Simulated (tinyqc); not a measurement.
Inside a calculation. Model: longitudinal sound in a periodic multilayer: transfer matrices, stop bands and folded phonons. Computed by tinyqc, a small Python program that keeps every step. Command: `OMP_NUM_THREADS=1 python tinyqc.py 3030853 3030854 out.jsonl multilayer walk`. One thread of a shared host (Intel(R) Xeon(R) Processor @ 2.30GHz), about 0.01 s of CPU time with the checks. Intermediate numbers are printed to about 6 digits and carried at full precision; extremes and crossings named in words are read from the listed rows.

Layers 1 and 2 repeat with period d = d_1 + d_2; waves travel normal to the layers, without loss. State vector (u, s): displacement u and stress divided by omega. Impedances Z = rho v are in 1e6 kg/(m^2 s).

Inputs (values chosen for the exercise, modelled on aluminium (layer 1), tungsten (layer 2) and silica (substrate)):
```
quantity,value,unit
density rho_1,2.65,g/cm^3
velocity v_1,6390,m/s
thickness d_1,150,nm
density rho_2,19.3,g/cm^3
velocity v_2,5130,m/s
thickness d_2,122,nm
substrate density,2.21,g/cm^3
substrate velocity,5880,m/s
periods N,20,-
frequency f,17.6,GHz
```

## Impedances, mean velocity and Bragg frequency

Z = rho v; interface reflection r = (Z_2 - Z_1)/(Z_2 + Z_1) (stress amplitude, from 1 into 2); Bragg frequency f_B = 1/[2 (d_1/v_1 + d_2/v_2)]; long-wave velocity v_eff = d/sqrt[(d_1/v_1)^2 + (d_2/v_2)^2 + (Z_1/Z_2 + Z_2/Z_1)(d_1/v_1)(d_2/v_2)].

Z_1 = 16.9335

Z_2 = 99.009

Z of the substrate = 12.9948

interface reflection r = 0.707898

Bragg frequency f_B = 10.5807 GHz

long-wave velocity v_eff = 4065.52 m/s

## Transfer matrix of one period

A layer maps (u, s) by [[cos p, sin p/Z], [-Z sin p, cos p]], p = 2 pi f d_i/v_i; one period is M = M_2 M_1, and cos(q d) = trace(M)/2.

phase p_1 = 2.59587 rad

phase p_2 = 2.62987 rad

M:
```
,1,2
1,0.701794,-0.0309525
2,49.1037,-0.740791
```

trace(M)/2 = -0.0194986

|trace/2| < 1: f lies in a pass band, with q d = 1.5903 rad (folded into 0 to pi).

## Transmission through N periods

For N periods A = M^N. A wave comes from a thick layer of material 1 and leaves into the substrate (Z_s): transmitted power T = 4 Z_1 Z_s/|Z_1 A_22 + Z_s A_11 - i (Z_1 Z_s A_12 - A_21)|^2, reflected power R = 1 - T.

A = M^N:
```
,1,2
1,1.19919,-0.0117699
2,18.6720,0.650634
```

transmitted power T = 0.759001

T in decibel = -1.19758 dB

## The first stop band

Gap m contains m f_B; its edges, where trace(M)/2 = (-1)^m, are found by root search. Weak-contrast estimate of the width: (4 f_B/pi) |r sin(m pi a)|, a = (d_1/v_1)/(d_1/v_1 + d_2/v_2).

lower edge = 5.28289 GHz

upper edge = 15.8778 GHz

width/f_B = 100.134 %

transmitted power at f_B = 6.47482e-31

Caution: so small a transmitted power at f_B holds only for perfect layers and strictly normal incidence.

## The first four gaps

The formulas are those given above.

Stop bands (GHz):
```
m,lower edge,upper edge,width,weak-contrast estimate
1,5.2829,15.8778,10.5949,9.53614
2,21.0644,21.2593,0.1950,0.19494
3,26.4464,37.0357,10.5893,9.53216
4,42.1288,42.5186,0.3899,0.38980
```

With a = 0.497, gap 1 is the widest and gap 2 the narrowest: the layers are near a quarter wave each at f_B, so the even gaps almost close. The weak-contrast estimate misses the first width by -10.0 % at |r| = 0.71. Odd gaps open at the edge of the folded zone (q = pi/d), even ones at its centre.

## Mirror strength against the number of periods

The formulas are those given above.

Transmitted power:
```
N,T at f_B,T at f_B (dB),T at f
1,0.0858987,-10.6601,0.280478
2,0.00262366,-25.8109,0.986227
3,7.68544e-05,-41.1433,0.280495
4,2.24850e-06,-56.4811,0.982255
6,1.92447e-09,-87.1569,0.970967
8,1.64713e-12,-117.833,0.952927
12,1.20659e-18,-179.184,0.900201
16,8.83882e-25,-240.536,0.832662
24,4.74309e-37,-363.239,0.686015
```

At f_B each further period removes 15.34 dB at large N, which is 20 log10 of the impedance ratio, 15.34 dB, as for a quarter-wave stack; 99 % reflection needs N = 2 among these rows. At f, in a pass band, T does not decay with N. Values below about 1e-6 belong to the ideal stack: roughness and scattering into other modes, left out here, set a floor in a real one.

Checks made by the program: trace against Rytov's formula cos p_1 cos p_2 - (1/2)(Z_1/Z_2 + Z_2/Z_1) sin p_1 sin p_2 (relative difference below 1e-10).
